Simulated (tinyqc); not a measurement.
The basis set: RHF and MP2 along a ladder of basis sets, for BeH2, spin multiplicity 1. Computed by the program tinyqc with PySCF. Command: `OMP_NUM_THREADS=1 python tinyqc.py 113184 113185 out.jsonl`; one thread of a shared host (Intel(R) Xeon(R) Processor @ 2.60GHz), about 1 s.

Geometry (angstrom):

| atom | x | y | z |
|---|---|---|---|
| Be | 0.0000 | 0.0000 | 0.0000 |
| H | 0.0000 | 1.2320 | 0.0230 |
| H | 0.0000 | -1.2320 | 0.0230 |

Same geometry throughout; the dipole is taken about the origin.

RHF and frozen-core MP2 in a ladder of bases:

| basis | functions | E(RHF) (hartree) | E(MP2 corr) (hartree) | HOMO (eV) | LUMO (eV) | dipole (debye) |
|---|---|---|---|---|---|---|
| sto-3g | 7 | -15.55822 | -0.02087 | -12.028 | 5.677 | 0.087 |
| 3-21g | 13 | -15.66594 | -0.02744 | -12.568 | 2.315 | 0.084 |
| 6-31g | 13 | -15.75227 | -0.02756 | -12.546 | 2.532 | 0.080 |
| 6-31g** | 24 | -15.75965 | -0.04944 | -12.480 | 2.571 | 0.085 |
| cc-pvdz | 24 | -15.75956 | -0.05112 | -12.520 | 1.988 | 0.088 |
| cc-pvtz | 58 | -15.76465 | -0.06107 | -12.588 | 1.693 | 0.093 |

From cc-pVDZ to cc-pVTZ the RHF energy falls by 5.1 mhartree and the correlation energy by 10.0. If valence correlation converges as X^-3, (27 E(T) - 8 E(D))/19 gives -0.0653 hartree, a rough estimate from such small X that usually falls short; STO-3G holds about 32 % of it. Beyond STO-3G the LUMO moves by 0.9 eV and the HOMO by 0.1 eV.
